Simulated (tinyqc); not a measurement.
Single-oscillator infrared dielectric function of a polar cubic crystal. Softening the TO mode. Computed by tinyqc, a small Python program. Command: `OMP_NUM_THREADS=1 python tinyqc.py 3017210 3017211 out.jsonl infrared sweep`. One thread of a shared host (Intel(R) Xeon(R) Processor @ 2.30GHz), about 0.01 s of CPU time with the checks.

One ion pair, charges +Z* and -Z*, in a cell of volume Omega = a^3/4. Frequencies omega are given as wavenumbers (1/cm); eps_s is the static dielectric constant.

Inputs (values chosen for the exercise, modelled on sodium chloride): lattice constant a = 5.64 angstrom; mass M_A = 22.99 u; mass M_B = 35.45 u; Born charge Z* = 1.06 e; eps_inf = 2.32.

Structure: rock salt. Free carriers: absent.

Constants: nu for 1 eV/(angstrom^2 u) = 15.6333042 THz; 1 THz = 33.35640952 1/cm; e^2/(4 pi eps_0) = 14.39964548 eV angstrom.

Method. mu = M_A M_B/(M_A + M_B); ionic plasma term W^2 = 4 pi Z*^2 (e^2/(4 pi eps_0))/(Omega mu) in eV/(angstrom^2 u), turned into 1/cm by W = 15.6333042 x 33.35640952 x sqrt(W^2); omega_LO^2 = omega_TO^2 + W^2/eps_inf; eps_s = eps_inf + W^2/omega_TO^2; Szigeti charge 3 Z*/(eps_inf + 2); longitudinal (Callen) charge Z*/eps_inf.

One run for each value:
```
omega_TO (1/cm)   eps_s  omega_LO (1/cm)  W (1/cm)
20               223.30           196.21    297.31
27               123.57           197.05    297.31
37                66.89           198.67    297.31
51                36.30           201.74    297.31
70                20.36           207.36    297.31
96                11.91           217.52    297.31
130                7.55           234.52    297.31
180                5.05           265.52    297.31
250                3.73           317.17    297.31
```

Over the rows, eps_s falls from 223 to 3.73 (exponent d ln y / d ln x -2.0 between the first rows and -0.92 between the last); omega_LO (1/cm) rises from 196 to 317 (exponent d ln y / d ln x 0.014 between the first rows and 0.54 between the last); W (1/cm) does not change. At the low end the exponent of eps_s is -1.97, close to -2: the ionic part W^2/omega_TO^2 rules, as near a soft-mode transition. As omega_TO softens, eps_s - eps_inf grows as 1/omega_TO^2 while omega_LO tends to W/sqrt(eps_inf) = 195 per cm: the Lyddane-Sachs-Teller picture of a ferroelectric soft mode.
